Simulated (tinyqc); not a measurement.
What moves the minority density and the gain: heavy doping: gap narrowing, degeneracy and the minority density.

F_j(eta) = (1/Gamma(j + 1)) integral_0^infinity x^j dx/(1 + exp(x - eta)), which tends to exp(eta) for eta << 0.

Empirical narrowing (Slotboom form, constants chosen for the exercise; published fits of this form give the apparent narrowing, here it is taken as the true one): dEg = E0 [ln(N/N0) + sqrt(ln(N/N0)^2 + C)].

Majority: N = Nv F_1/2(eta), eta the distance of EF beyond the majority band edge in kT. Degeneracy factor gam = F_1/2(eta)/exp(eta). ni0^2 = Nc Nv exp(-Eg/kT); product n p = ni0^2 gam exp(dEg/kT), dEg the true narrowing; apparent narrowing dEa = dEg + kT ln gam; minority density = n p/N.

Bipolar transistor with N as emitter doping: beta = K (N/NB) exp((dEa_B + dG - dEa_E)/kT), dEa_E = dEg(N) + kT ln gam, dEa_B = dEg(NB). For the sweep in T, Nv is scaled as (T/T0)^(3/2) from its value at T0 = T.

Constants: kB = 8.617333262e-05 eV/K.

Values chosen for the exercise (gap and densities of states near those of Si at this temperature; narrowing constants near the fits for Si; the results hold for these values, not for the real material): Eg = 1.117 eV (gap); Nc = 2.81e+19 1/cm^3 (conduction-band density of states); Nv = 1.1e+19 1/cm^3 (valence-band density of states); T = 300 K; E0 = 7.57 meV (narrowing scale); N0 = 1.4e+17 1/cm^3 (onset density); C = 0.5 (smoothing constant); N = 2e+19 1/cm^3 (ionised acceptors, equal to the majority density); NB = 4e+16 1/cm^3 (base doping); K = 5.6 (ratio (D_B W_E)/(D_E W_B)); dG = 80 meV (extra narrowing of the base by alloying).

All results formed anew.

One parameter was then changed.

Results before and after:
```
case     dEg (meV)  dEa (meV)  minority (1/cm^3)      beta
base         75.50      59.28               26.3  6.59e+03
changed      75.50      59.28               26.3  3.45e+03
```

Which of these changes was made? (a) Eg = 1.137 eV; (b) N0 = 2.8e+17 1/cm^3; (c) NB = 8e+16 1/cm^3; (d) E0 = 9.084 meV; (e) Nv = 1.43e+19 1/cm^3; (f) N = 4e+19 1/cm^3.

Answer: (c) NB = 8e+16 1/cm^3. Of the candidates, run in turn, only this one gives the changed row.

All candidates:
```
case                  dEg (meV)  dEa (meV)  minority (1/cm^3)      beta
base                      75.50      59.28               26.3  6.59e+03
N = 4e+19 1/cm^3          85.95      54.24               10.8  1.60e+04
E0 = 9.084 meV            90.60      74.39               47.2  3.71e+03
N0 = 2.8e+17 1/cm^3       65.07      48.85               17.6  9.69e+03
Eg = 1.137 eV             75.50      59.28               12.1  6.59e+03
Nv = 1.43e+19 1/cm^3      75.50      62.96               39.4  5.72e+03
NB = 8e+16 1/cm^3         75.50      59.28               26.3  3.45e+03
```

Run: tinyqc, `OMP_NUM_THREADS=1 python tinyqc.py 1681546 1681547 out.jsonl`; Intel(R) Xeon(R) Processor @ 2.30GHz, one thread, shared host; about 0.01 s of CPU time with all checks.
